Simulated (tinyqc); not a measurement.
Thickness: WKB tunnelling through a gate dielectric with a two-band (Franz) dispersion.

At depth x the conduction edge lies u(x) = phi - V x/t above the electron. Parabolic: kappa = sqrt(m u/c). Franz: kappa = sqrt(m u (1 - u/Eg)/c), which vanishes at both band edges. c = hbar^2/2m0. T = exp(-2 integral of kappa dx) over the region u > 0; no image force, no prefactor, zero transverse momentum. The region ends at x_e = min(t, phi t/V); x_e < t is the Fowler-Nordheim regime.

Constants: hbar^2/2m0 = 3.80998211 eV angstrom^2.

Parameters, chosen for this exercise (of the size used for HfO2 on silicon; not measured data):

| symbol | value | unit | meaning |
|---|---|---|---|
| Eg | 5.75 | eV | gap of the dielectric |
| phi | 1.46 | eV | barrier above the electron energy at the emitter |
| m | 0.21 | m0 | mass at the conduction edge |
| V | 1.8 | V | voltage across the layer |

The same voltage across layers of other thickness. The last column is the thickness that changes T by a factor of ten, ln(10)/(2 I/t).

Transmission:

| t (angstrom) | field (MV/cm) | T parabolic | T Franz | angstrom per decade, Franz |
|---|---|---|---|---|
| 8 | 22.50 | 0.0859 | 0.105 | 8.158 |
| 10 | 18.00 | 0.0465 | 0.0595 | 8.158 |
| 15 | 12.00 | 0.0100 | 0.0145 | 8.158 |
| 20 | 9.00 | 0.00216 | 0.00354 | 8.158 |
| 25 | 7.20 | 0.000467 | 0.000862 | 8.158 |
| 30 | 6.00 | 0.000101 | 0.000210 | 8.158 |
| 40 | 4.50 | 4.68e-06 | 1.25e-05 | 8.158 |

Give the missing row, t (angstrom) = 12.

Computed row:
```
t (angstrom)  field (MV/cm)  T parabolic  T Franz  angstrom per decade, Franz
12                    15.00       0.0252   0.0338                       8.158
```

At fixed voltage the exponent is proportional to t: T falls tenfold for each 8.16 angstrom. The ratio of Franz to parabolic grows with t, from 1.22 at 8 to 2.67 at 40 angstrom. Rows with T above about 0.05 are outside the range of WKB without a prefactor. V exceeds phi, so every row is in the Fowler-Nordheim regime. Fields above about 7 MV/cm (6 of the rows) are past breakdown; those rows are an exercise.

Program tinyqc; command `OMP_NUM_THREADS=1 python tinyqc.py 1452019 1452020 out.jsonl`; about 0.01 s on one thread of a shared Intel(R) Xeon(R) Processor @ 2.30GHz.
